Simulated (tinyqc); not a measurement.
Off-state leakage of single and stacked transistors: course of the iteration.

n-channel devices of unit width. Subthreshold current I(Vg, Vs, Vd) = I0 (T/300 K)^0.5 exp[(Vg - Vs - VT(T) - gb (Vs - Vb) + dd (Vd - Vs))/(nf Vt)] (1 - exp(-(Vd - Vs)/Vt)), VT(T) = VT - cT (T - 300 K). Gate-edge tunnelling Ig (Vd/1 V) exp(ag (Vd - 1 V)), for a gate at 0 V, and band-to-band leakage Ab u exp(-Bb/u), u = Vd - Vb + 1 V, flow at a drain held at V; both are taken as independent of T. In a stack of off transistors (all gates at 0 V) the same subthreshold current passes through each.

Start: Vx = dd V/(1 + gb + 2 dd), the solution for Vx well above Vt, rounded to three decimals.

Stack of two, Vx the node between them: I_low = I(0, 0, Vx), I_up = I(0, Vx, V), f = ln(I_up/I_low), f' = -(1 + gb + 2 dd)/(nf Vt) - 1/(Vt (exp(Vx/Vt) - 1)) - 1/(Vt (exp((V - Vx)/Vt) - 1)), Vx(new) = Vx - f/f'.

Stop when the step is below 1e-11 V, or after 40 iterations.

Inputs (values chosen for the exercise); values of the order met in bulk silicon logic transistors:
- T = 300 K (temperature)
- V = 0.9 V (supply voltage)
- VT = 0.39 V (threshold at 300 K, zero drain and body bias)
- cT = 0.9 mV/K (fall of the threshold with temperature)
- I0 = 0.83 uA/um (current at threshold at 300 K)
- nf = 1.53 (slope factor)
- dd = 0.08 (drain-induced lowering per volt)
- gb = 0.25 (rise of the threshold per volt of source-body bias)
- Vb = 0 V (body voltage)

Constants: q = 1.602176634e-19 C, kB = 1.380649e-23 J/K, Vt = kB T/q. Results are converted to the units shown.

Course of the iteration:
```
iteration	Vx before the step (V)	step (V)
1	0.051	3.63e-3
2	0.0546285	4.25e-5
3	0.0546709	5.15e-9
4	0.0546709	< 1e-15
```

Did this iteration meet its convergence test, and what does its course show?

Yes. Converged in 4 iterations. The subthreshold current of the stack is 0.04257 nA/um, 6.29 times less than that of one transistor (the drain leakage is unchanged); the estimate exp[dd V (1 + gb + dd)/((1 + gb + 2 dd) nf Vt)] gives 5.57.

Program tinyqc, `OMP_NUM_THREADS=1 python tinyqc.py 2242210 2242211 out.jsonl`; Intel Xeon 2.30GHz, shared host, one thread, about 0.03 s.
